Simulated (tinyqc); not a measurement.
Worked calculation: two-valley model of the transferred-electron effect. Computed by tinyqc, a small Python program that keeps every step. Command: `OMP_NUM_THREADS=1 python tinyqc.py 3004358 3004359 out.jsonl gunn walk`. One thread of a shared host (Intel(R) Xeon(R) Processor @ 2.30GHz), about 0.01 s of CPU time with the checks. Intermediate numbers are printed to about 7 digits and carried at full precision; extremes and crossings named in words are read from the listed rows.

Both kinds of valley share one electron temperature T_e, and each has a constant mobility.

Inputs (values chosen for the exercise, modelled on GaAs):

| quantity | value | unit |
|---|---|---|
| central-valley mass m1 | 0.067 | m_0 |
| satellite-valley mass m2 | 0.23 | m_0 |
| satellite valleys Z | 4 | - |
| valley separation dE | 0.29 | eV |
| central-valley mobility mu1 | 8200 | cm^2/(V s) |
| satellite-valley mobility mu2 | 180 | cm^2/(V s) |
| energy relaxation time tau_E | 1.1 | ps |
| lattice temperature T | 400 | K |
| electric field F | 6.1 | kV/cm |
| mixing | 0.1 | - |
| iteration cap | 600 | - |
| doping n | 1.7e+15 | 1/cm^3 |
| device length L | 30 | micrometre |
| permittivity eps | 12.9 | - |

Solver: damped fixed point.

Constants: k_B = 8.617333262e-05 eV/K; eps_0 = 8.8541878128e-12 F/m; e = 1.602176634e-19 C.

## Equilibrium

Density-of-states ratio R = Z (m2/m1)^(3/2); n2/n1 = R exp(-dE/(k_B T_e)); mean mobility mu = (mu1 + mu2 n2/n1)/(1 + n2/n1); energy balance e mu F^2 = (3/2) k_B (T_e - T)/tau_E; v = mu F.

R = 25.44131

n2/n1 without field = 0.005645473

low-field mobility = 8154.977 cm^2/(V s)

dE is 8.4 k_B T, so the satellites are empty without field.

## First two iterations

Fixed point from T_e = T: T_out = T + (2/3) e mu(T_e) F^2 tau_E/k_B, T_new = T_e + mixing (T_out - T_e); stop when |T_out - T_e| is below 1e-6 K.

T_out of iteration 1 = 2982.325 K

T_e after iteration 1 = 658.2325 K

mu at that T_e = 7134.802 cm^2/(V s)

T_e after iteration 2 = 858.3373 K

## Electron temperature

The formulas are those given above.

Course of the iteration:

| iteration | T_e (K) | mu (cm^2/(V s)) | \|T_out - T_e\| (K) |
|---|---|---|---|
| 1 | 400.000 | 8154.977 | 2.582325e+03 |
| 2 | 658.233 | 7134.802 | 2.001048e+03 |
| 3 | 858.337 | 5510.978 | 1.286749e+03 |
| 4 | 987.012 | 4536.438 | 8.494797e+02 |
| 5 | 1071.960 | 3995.716 | 5.933085e+02 |
| 6 | 1131.291 | 3668.419 | 4.303370e+02 |
| 7 | 1174.325 | 3455.271 | 3.198088e+02 |
| ... | ... | ... | ... |
| 83 | 1313.835 | 2885.890 | 4.118877e-06 |
| 84 | 1313.835 | 2885.890 | 3.251082e-06 |
| 85 | 1313.835 | 2885.890 | 2.566120e-06 |
| 86 | 1313.835 | 2885.890 | 2.025472e-06 |
| 87 | 1313.835 | 2885.890 | 1.598730e-06 |
| 88 | 1313.835 | 2885.890 | 1.261898e-06 |
| 89 | 1313.835 | 2885.890 | 9.960322e-07 |

electron temperature T_e = 1313.835 K

Converged in 89 iterations.

## Velocity

The formulas are those given above.

share in the satellites = 66.26072 %

mean mobility = 2885.890 cm^2/(V s)

drift velocity = 1.760393 1e7 cm/s

## Peak, valley and negative differential mobility

Using T_e as the parameter, F(T_e) = sqrt(3 k_B (T_e - T)/(2 e mu tau_E)) and v = mu F; find the first maximum and the next minimum of v, and the most negative dv/dF between them.

threshold field = 4.554334 kV/cm

peak velocity = 1.776411 1e7 cm/s

T_e at the threshold = 1088.489 K

field of the velocity minimum = 10.56121 kV/cm

valley velocity = 1.723276 1e7 cm/s

peak-to-valley ratio = 1.030834

most negative differential mobility = -146.6394 cm^2/(V s)

At the threshold k_B T_e is dE/3.1. The field of this run lies in the region of negative slope.

## Does a domain form?

Space charge grows at the rate n e |mu_d|/(eps eps_0) during the transit time L/v, with v the valley velocity; Kroemer's criterion asks n L > eps eps_0 v/(e |mu_d|). Transit frequency v/L.

critical n L = 8.377843e+11 1/cm^2

n L of the device = 5.10e+12 1/cm^2

transit frequency = 5.744254 GHz

n L is 6.09 times the critical product: a domain can mature if the bias field lies in the region of negative slope.

## Velocity against field

The formulas are those given above.

The curve:

| F (kV/cm) | T_e (K) | share in the satellites (%) | v (1e7 cm/s) | low-field line (1e7 cm/s) |
|---|---|---|---|---|
| 0.61 | 425.73 | 0.92997 | 0.495650 | 0.49745 |
| 1.50 | 548.95 | 5.24499 | 1.166903 | 1.22325 |
| 3.00 | 836.10 | 31.24661 | 1.708207 | 2.44649 |
| 4.30 | 1049.70 | 50.76013 | 1.775486 | 3.50664 |
| 6.10 | 1313.84 | 66.26072 | 1.760393 | 4.97454 |
| 8.50 | 1652.36 | 76.84713 | 1.731331 | 6.93173 |
| 12.00 | 2163.43 | 84.30146 | 1.726827 | 9.78597 |
| 18.00 | 3159.72 | 89.76432 | 1.801623 | 14.67896 |
| 30.00 | 5806.38 | 93.44280 | 2.117662 | 24.46493 |
| 61.00 | 17632.44 | 95.45885 | 3.319621 | 49.74536 |

v falls between 4.3 and 12 kV/cm, while the share in the slow valleys goes from 51 to 84 %: transfer outruns the rise of the field. With constant mobilities n2/n1 tends to R and v ends on the line (mu1 + R mu2) F/(1 + R), a mobility of 483; real satellites saturate instead. Rows with T_e above 3000 K lie outside the range of a Maxwellian in parabolic valleys.

Checks made by the program: field recovered from T_e by the energy balance (relative difference 5e-10).
